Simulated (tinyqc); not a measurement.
# Thin-film transistor with exponential tail and deep states, accumulation layer, step by step

Computed by the program tinyqc: `OMP_NUM_THREADS=1 python tinyqc.py 2610071 2610072 out.jsonl`, one thread of a shared Intel Xeon 2.30GHz, about 0.01 s for the whole run. Printed values are rounded.

An undoped film in accumulation, thicker than the space-charge layer. With band bending psi the Fermi level lies E0 - psi below the band edge. Free electrons n = n0 exp(psi/Vt) carry the current; electrons in two exponential distributions of traps, a = a0 exp(psi/Va) and d = d0 exp(psi/Vp), do not. Linear regime, ohmic contacts, traps in equilibrium.

Values chosen for this exercise; values close to those of an organic semiconductor: temperature T = 300 K; relative permittivity of the semiconductor eps_r = 3.2; density of extended states Nc = 7.7e19 cm^-3; band mobility mb = 2.9 cm^2/(V s); total density of tail states Nt = 7.4e19 cm^-3; characteristic temperature of the tail Tt = 400 K; total density of deep states Nd = 3.7e17 cm^-3; characteristic temperature of the deep states Td = 930 K; bulk Fermi level below the band edge E0 = 0.57 eV; gate capacitance Ci = 17 nF/cm^2; ratio W/L WL = 20; drain voltage Vd = 0.05 V; gate voltage above flat band Vg = 20 V.

Constants: q = 1.602176634e-19 C, kB = 1.380649e-23 J/K, Vt = kB T/q, eps0 = 8.8541878128e-14 F/cm where lengths are in cm. Results are converted to the units shown.

Range of the model: The th form assumes a Fermi level far below the band edge; at the surface it overcounts the filled tail by a factor of about 1.8.

## Bulk densities

Va = kB Tt/q, Vp = kB Td/q; n0 = Nc exp(-E0/Vt), a0 = Nt th(T/Tt) exp(-E0/Va), d0 = Nd th(T/Td) exp(-E0/Vp), th(x) = pi x/sin(pi x).

Va = 0.03446933 V
Vp = 0.08014120 V
th(T/Tt) = 3.332162
n0 = 2.046031e10 cm^-3
a0 = 1.622833e13 cm^-3
d0 = 3.600542e14 cm^-3

## Iteration 1: surface potential by Newton steps

psi at the start = 0.32 V

Va = kB Tt/q, Vp = kB Td/q. G(psi) = sum over the three kinds of c0 [V (exp(psi/V) - 1) - psi], field F = sqrt(2 q G/(eps0 eps_r)); Vg = psi + eps0 eps_r F/Ci at the surface. f = psi + eps0 eps_r F/Ci - Vg, f' = 1 + q rho/(Ci F) with rho = sum c0 (exp(psi/V) - 1); psi(new) = psi - f/f'.

F = 92.46143 kV/cm
f = -18.13897 V
f' = 21.24583
psi after iteration 1 = 1.173766 V

## Iteration 2: surface potential by Newton steps

As before.

F = 1.779550e8 kV/cm
f = 2.965906e6 V
f' = 5.718738e7
psi after iteration 2 = 1.121903 V

The value that enters this step is an overshoot, farther from the solution than the start was, so its intermediate quantities are not physical.

## Course of the iteration: surface potential by Newton steps

Stop when psi changes by less than 1e-10 V, or after 30 iterations. psi must stay between 0 and 5 V.

Course of the iteration:

| iteration | psi (V) | \|change\| (V) |
|---|---|---|
| 1 | 1.173766 | 0.854 |
| 2 | 1.121903 | 0.0519 |
| 3 | 1.069939 | 0.0520 |
| 4 | 1.017809 | 0.0521 |
| 5 | 0.9654151 | 0.0524 |
| 6 | 0.9126027 | 0.0528 |
| 7 | 0.8591498 | 0.0535 |
| 8 | 0.8047663 | 0.0544 |
| 9 | 0.7491609 | 0.0556 |
| 10 | 0.6922782 | 0.0569 |
| 11 | 0.6349099 | 0.0574 |
| 12 | 0.5799426 | 0.0550 |
| 13 | 0.5340747 | 0.0459 |
| 14 | 0.5067576 | 0.0273 |
| 15 | 0.4990767 | 7.68e-3 |
| 16 | 0.4985882 | 4.89e-4 |
| 17 | 0.4985864 | 1.83e-6 |
| 18 | 0.4985864 | 2.56e-11 |

Converged in 18 iterations. At the end the number of correct digits about doubles with each step.

## Free and total charge, current

psi_s = 0.4985864 V

Va = kB Tt/q, Vp = kB Td/q. G(psi) = sum over the three kinds of c0 [V (exp(psi/V) - 1) - psi], field F = sqrt(2 q G/(eps0 eps_r)); Vg = psi + eps0 eps_r F/Ci at the surface. Total charge Q = Ci (Vg - psi_s); free charge Qf = q times the integral of n0 (exp(psi/Vt) - 1)/F over psi from 0 to psi_s; I = (W/L) mb Qf Vd; effective mobility mb Qf/Q.

surface densities (cm^-3): free 4.861769e18, tail 3.105886e19, deep 1.812447e17
Q = 331.5240 nC/cm^2
Qf = 27.67060 nC/cm^2
effective mobility = 0.2420481 cm^2/(V s)
I = 80.24475 nA

8.35 % of the induced charge is free, against 13.5 % of the electrons right at the surface.
